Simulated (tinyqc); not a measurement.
Worked calculation: sp3 tight binding, zinc-blende lattice. One step of it, computed by the program tinyqc.

Task: Levels at k. Diagonalise the Hermitian matrix.

H(k) at k (eV), order a s, a px, a py, a pz, c s, c px, c py, c pz:
$$\begin{pmatrix}
-13.160000 & 0.000000 & 0.000000 & 0.000000 & -13.863333-0.171281i & -0.443108-2.067165i & 0.327407+2.797676i & 0.671663+1.363747i \\
0.000000 & -8.290000 & 0.000000 & 0.000000 & 0.443108+2.067165i & 3.360808+0.041523i & 0.778300+1.580265i & 0.379388+3.241853i \\
0.000000 & 0.000000 & -8.290000 & 0.000000 & -0.327407-2.797676i & 0.778300+1.580265i & 3.360808+0.041523i & -0.513459-2.395361i \\
0.000000 & 0.000000 & 0.000000 & -8.290000 & -0.671663-1.363747i & 0.379388+3.241853i & -0.513459-2.395361i & 3.360808+0.041523i \\
-13.863333+0.171281i & 0.443108-2.067165i & -0.327407+2.797676i & -0.671663+1.363747i & -9.500000 & 0.000000 & 0.000000 & 0.000000 \\
-0.443108+2.067165i & 3.360808-0.041523i & 0.778300-1.580265i & 0.379388-3.241853i & 0.000000 & -6.390000 & 0.000000 & 0.000000 \\
0.327407-2.797676i & 0.778300-1.580265i & 3.360808-0.041523i & -0.513459+2.395361i & 0.000000 & 0.000000 & -6.390000 & 0.000000 \\
0.671663-1.363747i & 0.379388-3.241853i & -0.513459+2.395361i & 3.360808-0.041523i & 0.000000 & 0.000000 & 0.000000 & -6.390000
\end{pmatrix}$$

Give: eigenvalues; weights |c|^2 of the basis functions.

Result:

eigenvalues (eV): [-25.9790, -13.4187, -12.5045, -11.9037, -2.8020, -2.2001, -1.6176, 3.7255]

weights |c|^2 of the basis functions, order a s, a px, a py, a pz, c s, c px, c py, c pz:
$$\begin{pmatrix}
0.5475 & 0.0248 & 0.0017 & 0.0019 & 0.0011 & 0.0012 & 0.0236 & 0.3983 \\
0.0045 & 0.1923 & 0.2038 & 0.1879 & 0.1023 & 0.1670 & 0.1285 & 0.0139 \\
0.0078 & 0.1467 & 0.0373 & 0.3998 & 0.2817 & 0.0242 & 0.0803 & 0.0220 \\
0.0020 & 0.2178 & 0.3494 & 0.0148 & 0.0102 & 0.2151 & 0.1833 & 0.0074 \\
0.4220 & 0.0255 & 0.0019 & 0.0020 & 0.0016 & 0.0015 & 0.0323 & 0.5132 \\
0.0051 & 0.1323 & 0.1458 & 0.1217 & 0.1566 & 0.2412 & 0.1829 & 0.0145 \\
0.0089 & 0.0973 & 0.0273 & 0.2626 & 0.4309 & 0.0348 & 0.1156 & 0.0227 \\
0.0023 & 0.1634 & 0.2328 & 0.0093 & 0.0157 & 0.3150 & 0.2535 & 0.0081
\end{pmatrix}$$
